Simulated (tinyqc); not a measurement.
The 3-omega method: a line heater on a substrate with a thin film: one step, computed by the program tinyqc.

A current at angular frequency omega = 2 pi f heats the line at 2 omega with the amplitude P per length; the temperature swing Delta T at 2 omega gives a voltage at 3 omega. The substrate is taken as semi-infinite and isotropic, and the heat capacity of heater and film is left out.

Question. Penetration depth. D = kappa/C; q = sqrt(2 i omega/D); penetration depth 1/|q| = sqrt(D/(2 omega)).

Inputs (values chosen for the exercise, modelled on amorphous silicon on germanium):
```
quantity                      value           unit
substrate conductivity kappa   56.6        W/(m K)
substrate heat capacity C      1.74  1e6 J/(m^3 K)
heater half-width b             2.2     micrometre
current frequency f              91             Hz
substrate thickness d_s         380     micrometre
```

Give: diffusivity D; penetration depth; |q| b; penetration depth / d_s.

Answer.

diffusivity D = 32.53 mm^2/s

penetration depth = 168.7 micrometre

|q| b = 0.01304

penetration depth / d_s = 0.4438

Caution: the penetration depth exceeds a fifth of the substrate thickness, so the back face is felt and the semi-infinite formula fails.
